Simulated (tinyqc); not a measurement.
Inside a calculation. Model: bias-temperature instability from a Gaussian distribution of capture and emission barriers. Computed by tinyqc, a small Python program that keeps every step. Command: `OMP_NUM_THREADS=1 python tinyqc.py 3025763 3025764 out.jsonl bti walk`. One thread of a shared host (Intel(R) Xeon(R) Processor @ 2.30GHz), about 0.01 s of CPU time with the checks. Intermediate numbers are printed to about 5 digits and carried at full precision; extremes and crossings named in words are read from the listed rows.

Each trap has a capture time tau_0 exp(E_c/(k_B T)) under stress and an emission time tau_0 exp(E_e/(k_B T)) after it. E_c is Gaussian, and E_e = E_c + d with d Gaussian and independent. A trap counts as filled once t_s exceeds its capture time and as emptied once t_r exceeds its emission time.

Inputs (values chosen for the exercise, for a model p-channel transistor):
```
quantity                                      value        unit
shift with all traps filled V_max               130          mV
mean capture barrier at zero field mu_c        1.75          eV
spread of capture barriers sigma_c             0.25          eV
lowering of mu_c per field k_F                0.057  eV/(MV/cm)
oxide field F                                   5.5       MV/cm
mean of E_e - E_c at the stress field, delta  -0.33          eV
spread of E_e - E_c, sigma_d                   0.22          eV
time constant tau_0                           5e-11           s
temperature T                                   125           C
stress time t_s                                 800           s
recovery time t_r                             5e-05           s
failure criterion                                30          mV
```

Constants: k_B = 8.617333262e-05 eV/K.

## Stress

Demarcation energies E_s = k_B T ln(t_s/tau_0), E_r = k_B T ln(t_r/tau_0); mean barrier mu = mu_c - k_F F; z = (E_s - mu)/sigma_c; Phi is the standard normal distribution. Temperatures in kelvin are T(C) + 273.15. Shift without recovery dV0 = V_max Phi(z); local time exponent n = d ln dV0/d ln t_s = (k_B T/sigma_c) exp(-z^2/2)/(sqrt(2 pi) Phi(z)); apparent activation energy n E_s.

E_s = 1.0431 eV

mean barrier mu = 1.4365 eV

z = -1.5734

shift without recovery dV0 = 7.5154 mV

time exponent n = 0.27466

apparent activation energy = 0.28651 eV

The stress has filled 5.8 % of the traps. The apparent energy 0.287 eV is only the share n of the barriers near 1.04 eV that are being crossed.

## Recovery

Remaining shift dV = V_max int_(-infinity)^(E_s) g(E_c) [1 - Phi((E_r - E_c - delta)/sigma_d)] dE_c, g the Gaussian density of E_c (Gauss-Legendre, 120 points over 7 sigma_c below E_s).

E_r = 0.47401 eV

remaining shift dV = 5.3657 mV

remaining share dV/dV0 = 0.71396

A measurement delay of t_r hides 29 % of the shift.

## Lifetime

Solve V_max Phi(z) = criterion for t_s; the power-law extrapolation from the stress point is t_s (criterion/dV0)^(1/n); 1 year = 3.15576e7 s.

log10 of the lifetime in s = 5.5521

log10 of the power-law estimate in s = 5.0918

The power law gives a time shorter by 0.46 decades, since n falls as traps fill; ten years is log10 = 8.50.

## What a measurement delay does to the time exponent

Columns: no delay, and delays of 1 us, 1 ms and 1 s.

Shift (mV):
```
t_s (s)   no delay    1 us    1 ms         1 s
1.00e+00     0.828   0.506   0.189  3.0641e-02
1.00e+01     1.927   1.388   0.642  1.3849e-01
1.00e+02     4.099   3.312   1.844  5.1689e-01
1.00e+03     7.987   6.969   4.517  1.6052e+00
1.00e+04    14.294  13.101   9.564  4.1875e+00
1.00e+05    23.557  22.256  17.755  9.2810e+00
1.00e+06    35.880  34.525  29.333  1.7713e+01
1.00e+07    50.727  49.351  43.760  2.9558e+01
```

Between 10 and 1000 s the apparent exponent is 0.309 without delay, 0.350 at 1 us, 0.424 at 1 ms and 0.532 at 1 s: a slow measurement loses more of a short stress than of a long one, which steepens the curve. Without delay the exponent falls from 0.367 to 0.150 over the table, so the growth is not a true power law. Caution: step-function filling and one Gaussian population are simplifications; real devices show several populations.

Checks made by the program: time exponent against a finite difference (relative difference 1e-10).
